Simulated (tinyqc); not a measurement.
Thin-film optics by transfer matrices: one step. Layer matrices and their product. Two cases, with inputs chosen for the exercise.

Problem. Form each matrix and multiply from the top down.

Indices N = n + i k. Snell: N0 sin(theta) = N_j sin(theta_j), with Im(N_j cos theta_j) >= 0. Admittance y_j = N_j cos theta_j for s and N_j/cos theta_j for p. Phase delta_j = 2 pi N_j cos theta_j d_j/lambda. Layer matrix [[cos delta, -i sin delta/y], [-i y sin delta, cos delta]], multiplied from the top down to M. (B, C) = M (1, y_sub); r = (y0 B - C)/(y0 B + C), R = |r|^2, T = 4 Re y0 Re y_sub/|y0 B + C|^2, absorbed in the films 1 - R - T.

Case 1.

y_j: ambient 1.000000, film 1 2.039000, substrate 0.269000+3.457000i

delta_j (rad): film 1 1.497701

Case 2.

y_j: ambient 1.154701, film 1 1.577083, substrate 0.273941+3.260969i

delta_j (rad): film 1 0.767538

Give: M.

Solution.

Case 1.

M:
```
          1         2
1    0.0730  -0.4891i
2  -2.0336i    0.0730
```

Case 2.

M:
```
          1         2
1    0.7196  -0.4403i
2  -1.0951i    0.7196
```

Each matrix has determinant 1, and so has M.

Computed by tinyqc, one run a case: `OMP_NUM_THREADS=1 python tinyqc.py N N+1 out.jsonl` with N = 1680820, 1680919; one thread of a shared Intel(R) Xeon(R) Processor @ 2.30GHz, about 0.03 s a run at most.
